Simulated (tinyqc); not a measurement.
## Voltage drop against the pad pitch

A grid of 17 by 17 nodes with segments Rx (rows) and Ry (columns); every node draws I1 and the central node kh I1; pads with resistance Rp sit at the nodes whose row and column are multiples of the pitch, counting from 0. The drops u = Vdd - V follow from G u = i, with G the conductance matrix and i the load currents, solved directly.

Inputs (values chosen for the exercise):
- Vdd = 0.9 V (supply voltage)
- Rx = 0.55 ohm (resistance of a horizontal segment)
- Ry = 0.23 ohm (resistance of a vertical segment)
- Rp = 0.11 ohm (resistance from a pad node to the supply)
- kh = 8 (factor on the load at the hot node)
- I1 = 0.56 mA (load current of a node in the large grid)

Result of one run:
```
pitch (nodes),pads,worst drop (mV),mean drop (mV),largest drop at a pad (mV),largest pad current (mA),worst drop over Vdd (%)
2,81,0.5251,0.3517,0.4892,4.447,0.05834
```

What becomes of these results when the pad pitch is changed from 2 to 8 nodes, all else the same?

Result of the changed run:
```
pitch (nodes),pads,worst drop (mV),mean drop (mV),largest drop at a pad (mV),largest pad current (mA),worst drop over Vdd (%)
8,9,7.223,6.127,3.317,30.15,0.8025
```

The whole series:
```
pitch (nodes),pads,worst drop (mV),mean drop (mV),largest drop at a pad (mV),largest pad current (mA),worst drop over Vdd (%)
1,289,0.2665,0.06309,0.2665,2.423,0.02961
2,81,0.5251,0.3517,0.4892,4.447,0.05834
4,25,2.020,1.547,1.199,10.90,0.2245
8,9,7.223,6.127,3.317,30.15,0.8025
16,4,27.09,22.45,4.558,41.44,3.010
```

The worst drop goes from 0.266 to 27.1 mV while the number of pads falls from 289 to 4; between the last two rows it goes as pitch^(1.91). The largest drop at a pad is 100 % of the worst drop in the first row and 16.8 % in the last; the rest falls along the wires.

Numbers from tinyqc (`OMP_NUM_THREADS=1 python tinyqc.py 2770160 2770161 out.jsonl`; about 0.09 s on one thread of a shared Intel Xeon 2.30GHz).
